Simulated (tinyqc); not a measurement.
Worked calculation: sp3 tight binding, zinc-blende lattice. One step of it, computed by the program tinyqc.

Problem. Bloch Hamiltonian at L. Slater-Koster rules over the four bonds with direction cosines (l, m, n): ss V_ss; s-px l V_sp; px-s -l V_sp; px-px l^2 V_pps + (1 - l^2) V_ppp; px-py l m (V_pps - V_ppp); each times exp(i k.d).

Parameters chosen for this model: zinc-blende lattice, anion at 0, cation at a/4 (1,1,1); V = eta hbar^2 / (m d^2), hbar^2/m = 7.619964 eV angstrom^2:
```
parameter          value      unit
a               4.840000  angstrom
d               2.095781  angstrom
Es anion      -16.460000        eV
Ep anion       -7.150000        eV
Es cation     -12.760000        eV
Ep cation      -5.210000        eV
eta ss         -1.510000
eta sp          1.400000
eta pp sigma    2.860000
eta pp pi      -0.590000
V ss           -2.619617        eV
V sp            2.428784        eV
V pp sigma      4.961660        eV
V pp pi        -1.023559        eV
```

k point L (2 pi / a): [0.500000, 0.500000, 0.500000]

Give: H(k) at L.

Solution.

H(k) at L (eV), order a s, a px, a py, a pz, c s, c px, c py, c pz:
```
[[-16.4600, 0.0000, 0.0000, 0.0000, -3.7047+3.7047i, -1.9831+1.9831i, -1.9831+1.9831i, -1.9831+1.9831i],
 [0.0000, -7.1500, 0.0000, 0.0000, 1.9831-1.9831i, 1.3739-1.3739i, -2.8215+2.8215i, -2.8215+2.8215i],
 [0.0000, 0.0000, -7.1500, 0.0000, 1.9831-1.9831i, -2.8215+2.8215i, 1.3739-1.3739i, -2.8215+2.8215i],
 [0.0000, 0.0000, 0.0000, -7.1500, 1.9831-1.9831i, -2.8215+2.8215i, -2.8215+2.8215i, 1.3739-1.3739i],
 [-3.7047-3.7047i, 1.9831+1.9831i, 1.9831+1.9831i, 1.9831+1.9831i, -12.7600, 0.0000, 0.0000, 0.0000],
 [-1.9831-1.9831i, 1.3739+1.3739i, -2.8215-2.8215i, -2.8215-2.8215i, 0.0000, -5.2100, 0.0000, 0.0000],
 [-1.9831-1.9831i, -2.8215-2.8215i, 1.3739+1.3739i, -2.8215-2.8215i, 0.0000, 0.0000, -5.2100, 0.0000],
 [-1.9831-1.9831i, -2.8215-2.8215i, -2.8215-2.8215i, 1.3739+1.3739i, 0.0000, 0.0000, 0.0000, -5.2100]]
```
